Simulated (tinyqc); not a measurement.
Changing the layer thickness t: four-point probe, van der Pauw, Hall and spreading-resistance readings of a semiconductor layer. Computed by tinyqc, a small Python program. Command: `OMP_NUM_THREADS=1 python tinyqc.py 3111788 3111789 out.jsonl probe sweep`. One thread of a shared host (Intel(R) Xeon(R) Processor @ 2.30GHz), about 0.02 s of CPU time with the checks.

The layer is uniform and ohmic; contacts are points unless a radius is given.

Inputs (values chosen for the exercise, modelled on n-type silicon):
```
quantity,value,unit
carrier density n,4.8e+16,1/cm^3
drift mobility mu,947,cm^2/(V s)
probe spacing s,1,mm
current I,0.1,mA
```

Backing of the layer: conducting.

Constants: e = 1.602176634e-19 C.

Method:
- rho = 1/(e n mu); R_s = rho/t.
- Collinear probes with equal spacing on a layer with conducting backing: images at depth 2 m t give V = (rho I/(2 pi s)) G, G = 1 + 4 sum_(m>=1) (-1)^m [1/sqrt(1 + (2 m u)^2) - 1/sqrt(4 + (2 m u)^2)], u = t/s; the sum runs to m = 20000, with the last term halved.
- Limits: thick, rho = 2 pi s V/I; thin on an insulator, rho = (pi/ln 2) t V/I.

One run for each value:
```
layer thickness t (micrometre),voltage V (mV),G,rho by the thick formula (ohm cm),rho by the thin formula (ohm cm)
260,0.000399,0.01827,0.00251,4.7044e-04
490,0.004753,0.21750,0.02986,1.0556e-02
920,0.013840,0.63333,0.08696,5.7711e-02
3200,0.021443,0.98124,0.13473,3.1101e-01
6000,0.021787,0.99696,0.13689,5.9247e-01
```

Give the missing row, layer thickness t (micrometre) = 1700.

Computed row:
```
layer thickness t (micrometre)  voltage V (mV)        G  rho by the thick formula (ohm cm)  rho by the thin formula (ohm cm)
1700                                  0.019649  0.89913                            0.12346                        1.5140e-01
```

Interpolating between the two neighbouring rows (the first column on a logarithmic scale, the others too where they are positive) misses by up to 13 %. Over the rows, voltage V (mV) rises from 3.99e-4 to 0.0218 (exponent d ln y / d ln x 3.9 between the first rows and 0.025 between the last); G rises from 0.0183 to 0.997 (exponent d ln y / d ln x 3.9 between the first rows and 0.025 between the last); rho by the thick formula (ohm cm) rises from 0.00251 to 0.137 (exponent d ln y / d ln x 3.9 between the first rows and 0.025 between the last).  Left out: 40.0, 75.0, 140 (the backing shorts the probes).
